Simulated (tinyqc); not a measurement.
Inside a calculation: two electrons on one impurity (helium-like model). Values are carried at full precision from step to step, so a last printed digit may differ when a step is redone from the rounded ones.

Units Ha* = 2 Ry m/eps^2 and a* = a0 eps/m. One electron is bound by Z^2/2. Two electrons in the singlet built from exp(-a r) and exp(-b r): S = 8 (ab)^(3/2)/(a + b)^3, h_aa = a^2/2 - Z a, h_bb alike, h_ab = S (ab/2 - Z (a + b)/2), J = ab (a^2 + 3ab + b^2)/(a + b)^3, K = 20 (ab)^3/(a + b)^5, E = (h_aa + h_bb + 2 S h_ab + J + K)/(1 + S^2). For a = b this is a^2 - 2 Z a + 5a/8. Real double donors are deeper, since the central cell is left out.

Constants: Ry = 13.60569312 eV; a0 (Bohr radius) = 0.5291772105 angstrom.

Parameters, chosen for this exercise (near those of impurities in Ge; the results hold for these values, not for the real material): m = 0.162 m0 (one mean mass); eps = 16.4 (dielectric constant); Z = 1 (effective charge (1: D- centre, 2: double donor; other values mimic a central cell)); ab = (1.01, 0.25) 1/a* (trial exponents a, b).

## Units and equal orbitals

Give Ha*, a*, the best common exponent Z - 5/16, E = -(Z - 5/16)^2, and the binding of the second electron -Z^2/2 - E.

Ha* = 16.390 meV
a* = 53.57 angstrom
exponent = 0.6875
E with equal orbitals = -0.47266 Ha*
binding of the second electron = -0.45 meV

With equal orbitals the second electron is not bound; this is a fault of the trial function, since unequal orbitals do bind it.

## Unequal orbitals

Evaluate the integrals and E.

S, h_aa, h_bb, h_ab, J, K: 0.50742  -0.49995  -0.21875  -0.25561  0.23227  0.10138

E = -0.51250 Ha*

This lies 0.0398 Ha* below the best equal-orbital value -(Z - 5/16)^2.

## The minimum over a and b

Give a, b, E, both binding energies and U, their difference.

a, b (1/a*): 1.039  0.283

E = -0.51330 Ha*

binding of the first and second electron (meV): 8.19  0.22

U = 7.98 meV

Letting one electron stay close and the other roam (decay lengths 52 and 189 angstrom) gains 0.67 meV. The exact value for Z = 1 is -0.52775, a binding of 0.45 meV, so this function recovers 48 % of it.

## Checks

- Minimum for Z = 1 against the known -0.51330: both -0.51330.
- Minimum for Z = 2 against the known -2.87566: both -2.87566.

Computed by tinyqc, a small Python program: `OMP_NUM_THREADS=1 python tinyqc.py 1252373 1252374 out.jsonl` (the numbers bound the seed that draws the inputs); one thread of a shared host (Intel(R) Xeon(R) Processor @ 2.30GHz), about 0.04 s for the whole set of steps.
